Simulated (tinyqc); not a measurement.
Length of a polyene: Hueckel, PPP and singles CI along the polyenes. Computed by the program tinyqc. Hueckel uses the same beta without repulsion; CIS keeps all single excitations and so misses the low, doubly excited 2Ag state. W is the valence ionisation energy of a centre, MN the Mataga-Nishimoto formula, f the oscillator strength.

All-trans chains of carbon centres 1.40 angstrom apart:
```
parameter                               value
beta (eV), times 1 +/- alternation  -2.130000
alternation                          0.060000
W (eV)                              11.160000
gamma_rr (eV)                        9.900000
repulsion formula                        Ohno
```

Gaps and excitations (eV):
```
centres  Hueckel gap  PPP orbital gap  bright singlet (CIS)      f  lowest triplet (CIS)
2              4.516           11.648                 5.899  0.506                 3.132
4              2.937            9.336                 4.666  0.953                 2.216
6              2.218            8.164                 3.930  1.336                 1.780
10             1.550            7.015                 3.122  1.978                 1.407
12             1.369            6.702                 2.884  2.258                 1.318
14             1.237            6.477                 2.708  2.521                 1.259
```

Estimate the missing row, centres = 8.

Computed row:
```
centres  Hueckel gap  PPP orbital gap  bright singlet (CIS)      f  lowest triplet (CIS)
8              1.810            7.468                 3.452  1.674                 1.546
```

The Hueckel gap tends to 4 x alternation x |beta| = 0.51 eV for long chains. Exchange opens the PPP orbital gap, and the attraction of electron and hole brings the bright state 3.77 eV below it at 14 centres; the triplet lies 1.45 eV lower still.
